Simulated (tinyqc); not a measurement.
Single-domain magnet: Stoner-Wohlfarth switching, Neel-Arrhenius retention, LLG dynamics and spin torque: one step, computed by the program tinyqc. Command: `OMP_NUM_THREADS=1 python tinyqc.py 3010623 3010624 out.jsonl macro walk`. One thread of a shared host (Intel(R) Xeon(R) Processor @ 2.30GHz), about 0.02 s of CPU time with the checks.

The moment is uniform, with unit vector m; z is the easy axis. mu_0 = 1.25663706212e-6 T m/A, gamma = 1.76085963023e11 rad/(s T).

Task: One LLG step. In the time s = gamma mu_0 H_K t: (1 + alpha^2) dm/ds = -m x b - alpha m x (m x b) + a [m x (m x z) - alpha m x z], b = m_z z, a = alpha I/I_c0; Heun steps (Euler predictor, mean of the two slopes) without renormalising; start m = (sin theta_0, 0, cos theta_0), theta_0 = 1/sqrt(2 Delta).

Inputs (values chosen for the exercise, for a model magnet):
```
quantity,value,unit
temperature T,77,K
damping alpha,0.021,-
drive I/I_c0,2.3,-
time step times gamma mu_0 H_K,0.1,-
```

Shape: thin disc, easy axis normal to it.

stability factor Delta = 16.41912

Give: m at the start; first slope; predictor; second slope; m after the step.

Result:

m at the start: [0.17362, 0.00000, 0.98481]

first slope: [0.00472, 0.17109, -0.00083]

predictor: [0.17409, 0.01711, 0.98473]

second slope: [-0.01212, 0.17200, -0.00084]

m after the step: [0.17325, 0.01715, 0.98473]

Caution: a flat cylinder has a smaller N_z than the spheroid of the same t/d, so K_eff of a real disc is larger.
